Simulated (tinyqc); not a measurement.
Temperatures in a stack of 2 dies with leakage feedback: one step of the calculation.

One-dimensional heat flow to a sink below die 0. The power of each die is released in a plane at its top; from the plane of die j > 0 heat crosses its silicon (ts), a bond layer and the wiring of die j - 1; from die 0 it crosses t0, paste and sink. Copper shares the path through bond and wiring in parallel: k_eff = fm km + (1 - fm) k. Silicon is taken at the temperature of the plane above it. Leakage is P_l exp((T - 350 K)/Tl).

Problem. Resistances per area at 300 K. R = thickness/conductivity for each layer.

Inputs (values chosen for the exercise); conductivities of the order met in silicon, wiring layers, bonds and pastes:
- k0 = 139 W/(m K) (conductivity of silicon at 300 K)
- ts = 100 um (thickness of a thinned die)
- t0 = 500 um (thickness of the die next to the sink)
- tb = 8 um (thickness of the wiring layers)
- kb = 1.7 W/(m K) (conductivity of the wiring layers)
- tg = 10 um (thickness of a bond layer)
- kg = 0.9 W/(m K) (conductivity of the bond dielectric)
- fm = 0.2 (area share of copper through bond and wiring)
- km = 390 W/(m K) (conductivity of copper)
- Rt = 0.26 K cm^2/W (paste and lid)
- Rs = 0.5 K cm^2/W (heat sink)

Give: thick die; thinned die; k_eff of the bond; k_eff of the wiring; bond plus wiring; paste plus sink.

Solution.

thick die = 0.035971 K cm^2/W
thinned die = 0.0071942 K cm^2/W
k_eff of the bond = 78.720 W/(m K)
k_eff of the wiring = 79.360 W/(m K)
bond plus wiring = 0.0022784 K cm^2/W
paste plus sink = 0.76000 K cm^2/W

tinyqc, about 0.04 s, one thread, Intel Xeon 2.30GHz (shared host): `OMP_NUM_THREADS=1 python tinyqc.py 2162102 2162103 out.jsonl`
